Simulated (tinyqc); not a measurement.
Crystal pulling from the melt: segregation, interface stability, heat balance and point-defect regime: one step, computed by the program tinyqc.

A dilute solute; steady pulling with a flat interface unless it is found unstable.

Problem. Constitutional supercooling. Liquidus slope per concentration (van 't Hoff): |m| = k_B T_m^2 (1 - k0)/L. Solute gradient at the interface: G_C = (V/D) C_s (1 - k0)/k0. Constitutional supercooling sets in when |m| G_C > G_L. Critical C_s from the equality.

Inputs (values chosen for the exercise, modelled on phosphorus in silicon):
```
quantity                      value    unit
equilibrium coefficient k0     0.33       -
diffusivity in the melt D   0.00033  cm^2/s
pull rate V                     1.1  mm/min
gradient in the melt G_L        3.2    K/cm
latent heat per volume L       4140  J/cm^3
melting point T_m              1685       K
```

C_s = 3.245329e+17 1/cm^3

Constants: k_B = 1.380649e-23 J/K.

Give: |m|; |m| G_C; critical C_s; ratio |m| G_C/G_L.

Solution.

|m| = 6.3439e-21 K cm^3

|m| G_C = 0.023222 K/cm

critical C_s = 4.4720e+19 1/cm^3

ratio |m| G_C/G_L = 0.0072570

The interface is stable by this test, with a margin of 140.
